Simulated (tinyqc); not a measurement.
Electron continuity equation in a given potential, Scharfetter-Gummel discretisation: error of the current against the mesh.

Steady state in one dimension: J = q mu n E + q D dn/dx with E = -dpsi/dx and D = mu Vt, dJ/dx = q (n/tau - G), fixed densities nL and nR at the ends. The potential is given, psi = 0 for x < L/2 and U (2 x/L - 1) beyond, and is not changed by the electrons.

Fluxes J_i = (q D/h)(n_(i+1) P_i - n_i Q_i), d_i = (psi_(i+1) - psi_i)/Vt: Scharfetter-Gummel P = B(d), Q = B(-d), B(d) = d/(exp(d) - 1); central P = 1 - d/2, Q = 1 + d/2; upwind P = 1 + max(-d, 0), Q = 1 + max(d, 0). Balance at each inner node: J_i - J_(i-1) = q h (n_i/tau - G). The reference is Scharfetter-Gummel on 4000 intervals or more. Errors are those of J on the first interval against the reference at its midpoint; errors under 1e-6 % are printed as 0.

Parameters, values chosen for the exercise; mobility close to that of silicon at room temperature:
```
symbol,value,unit,meaning
T,300,K,temperature
mu,1360,cm^2/(V s),electron mobility
L,1.9,um,length of the region
nL,2.7e12,cm^-3,density at x = 0
nR,5.1e11,cm^-3,density at x = L
tau,1.8e-9,s,lifetime
G,0,cm^-3 s^-1,uniform generation rate
U,0.24,V,potential difference psi(L) - psi(0)
```

Constants: q = 1.602176634e-19 C, kB = 1.380649e-23 J/K, Vt = kB T/q. Results are converted to the units shown.

Result of one run:
```
N   largest |d|  reference J (A/cm^2)  SG error (%)  central error (%)  upwind error (%)
80       0.2321               -0.1526       2.67e-4            2.37e-4           6.10e-4
```

What becomes of these results when the number of intervals N is changed from 80 to 20, all else the same?

Result of the changed run:
```
N   largest |d|  reference J (A/cm^2)  SG error (%)  central error (%)  upwind error (%)
20       0.9284               -0.1518       4.33e-3            3.75e-3          -1.54e-3
```

The whole series:
```
N    largest |d|  reference J (A/cm^2)  SG error (%)  central error (%)  upwind error (%)
5          3.713               -0.1487          10.2               8.86              12.3
10         1.857               -0.1507        0.0174             0.0143           -0.0188
20        0.9284               -0.1518       4.33e-3            3.75e-3          -1.54e-3
40        0.4642               -0.1523       1.08e-3            9.48e-4           6.96e-4
80        0.2321               -0.1526       2.67e-4            2.37e-4           6.10e-4
160       0.1160               -0.1527       6.68e-5            5.91e-5           3.55e-4
```

From N = 80 to 160 the error shrinks by 4.0 (Scharfetter-Gummel), 4.0 (central), 1.7 (upwind); 4 marks second order and 2 first order. At N = 5 the errors are 10, 8.9 and 12 %.

tinyqc, about 0.01 s, one thread, Intel Xeon 2.30GHz (shared host): `OMP_NUM_THREADS=1 python tinyqc.py 2220052 2220053 out.jsonl`
